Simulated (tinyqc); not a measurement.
Capacitances against the distance to each plane.

Endless row of lines of width wl, height tl and space sl between grounded planes at distance hd; e2 fills the gaps beside the lines, e1 the rest. Laplace's equation is solved on meshes of 3, 6 and 12 steps per unit u and extrapolated (Aitken), which is good to about 0.2 %. C_even (all lines at 1 V) is the capacitance Cg to the planes; C_odd (neighbours in antiphase) = Cg + 4 Cc if only nearest neighbours couple, which defines Cc; total with quiet neighbours Cg + 2 Cc. Plate values 2 eps0 e1 wl/hd and eps0 e2 tl/sl.

Inputs (values chosen for the exercise): relative permittivity above and below the lines e1 = 3; relative permittivity between the lines e2 = 3.9; line width, in units u wl = 6 u; line height tl = 8 u; space between lines sl = 4 u.

Constants: eps0 = 8.8541878128e-12 F/m. Results are converted to the units shown.

The same in every row: plate Cc (aF/um) = 69.1.

Result of one run:
```
Cg (aF/um)  Cc (aF/um)  Cg + 2 Cc (aF/um)  C_odd (aF/um)  plate Cg (aF/um)  share of coupling, 2 Cc/(Cg + 2 Cc) (%)
126               74.7                275            425              79.7                                     54.3
```

Which distance to each plane hd gave this result: 2, 3, 4, 5 or 10 u?

hd = 4 u.

The whole series:
columns A: hd (u); B: Cg (aF/um); C: Cc (aF/um); D: Cg + 2 Cc (aF/um); E: C_odd (aF/um); F: plate Cg (aF/um); G: share of coupling, 2 Cc/(Cg + 2 Cc) (%)
```
A      B     C    D    E     F     G
2    240  64.0  368  496   159  34.8
3    165  70.2  305  446   106  46.0
4    126  74.7  275  425  79.7  54.3
5    102  78.3  258  415  63.8  60.6
6   85.4  81.1  248  410  53.1  65.5
8   64.6  85.4  235  406  39.8  72.5
10  52.0  88.2  228  405  31.9  77.3
```

As hd goes from 2 to 10, Cg falls from 240 to 52.0 aF/um, Cc rises from 64.0 to 88.2 aF/um and the share of coupling rises from 34.8 to 77.3 %. Cg is 1.51 times its plate value in the first row and 1.63 times in the last; for Cc the ratios are 0.927 and 1.28. Neighbours in antiphase raise the load by a factor of 1.35 and 1.77 over quiet ones. For hd = 10 the planes are farther than 0.8 of the pitch, so second neighbours couple too and Cg + 2 Cc understates the quiet load by a per cent or more.

Program tinyqc, `OMP_NUM_THREADS=1 python tinyqc.py 2790203 2790204 out.jsonl`; Intel Xeon 2.30GHz, shared host, one thread, about 0.8 s.
